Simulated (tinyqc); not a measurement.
A ladder of methods, and size consistency: correlation methods against full CI in the 6-31g basis, for H4, spin multiplicity 1. Computed by the program tinyqc with PySCF. 

Geometry (angstrom):
```
atom       x       y       z
H     0.0000  0.0000  0.0000
H     0.0000  0.0000  0.8510
H     0.0000  0.0000  2.0450
H     0.0000  0.0000  2.8960
```

RHF energy of one = -2.216545 hartree

All electrons correlated; +Q is the Davidson correction (1 - c0^2) E_corr. The last columns treat two copies 100 angstrom apart as one system. FCI is the lowest singlet.

Correlation energies (hartree):
```
method   E_corr of one  share of FCI (%)  E_corr of two at 100 angstrom  two minus twice one (mhartree)
MP2          -0.037989           69.2500                      -0.075977                          0.0000
CISD         -0.053904           98.2628                      -0.104302                          3.5060
CISD+Q       -0.055789          101.6987                      -0.110834                          0.7445
CCSD         -0.054697           99.7076                      -0.109394                          0.0000
CCSD(T)      -0.054821           99.9349                      -0.109643                          0.0000
FCI          -0.054857          100.0000                              -                               -
```

MP2 recovers 69 %, CISD 98.3 % and CCSD 99.7 % of the FCI value (c0^2 = 0.965 in CISD). MP2 and coupled cluster are size consistent, so their last column vanishes; CISD loses 3.51 mhartree, since a double excitation on each copy is a quadruple of the pair, and the Davidson correction leaves +0.74.
